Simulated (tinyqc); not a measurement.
Regular and subregular solution with a miscibility gap: one step, computed by the program tinyqc. Command: `OMP_NUM_THREADS=1 python tinyqc.py 3007616 3007617 out.jsonl regsol walk`. One thread of a shared host (Intel(R) Xeon(R) Processor @ 2.30GHz), about 0.02 s of CPU time with the checks.

Per mole of mixing sites: G(x) = x (1 - x) [L0 + L1 (1 - 2x)] + R T [x ln x + (1 - x) ln(1 - x)], x the fraction of B.

Task: First Newton step for the common tangent. G' = L0 (1 - 2x) + L1 (1 - 6x + 6x^2) + R T ln[x/(1 - x)]; G'' = -2 L0 - 6 L1 (1 - 2x) + R T/[x (1 - x)]. Common tangent: F1 = G'(x1) - G'(x2) = 0 and F2 = [G - x G'](x1) - [G - x G'](x2) = 0. Newton step: J = [[G''(x1), -G''(x2)], [-x1 G''(x1), x2 G''(x2)]], J dx = -F; a step that would leave 0 < x < 1 is halved until it stays inside. The start is x1 = s0, x2 = 1 - s0.

Inputs (values chosen for the exercise, for a model alloy): asymmetry L1 = -0.33 kJ/mol; temperature T = 528 K; start value s0 = 0.05.

L0 = 9.67 kJ/mol

Constants: R = 8.314462618 J/(mol K).

Give: F; J; new (x1, x2).

Result:

F (kJ/mol): F1 -8.4464, F2 3.9826

J (kJ/mol):
```
        1        2
1  74.864  -71.300
2  -3.743   67.735
```

new (x1, x2): 0.10998  0.89452
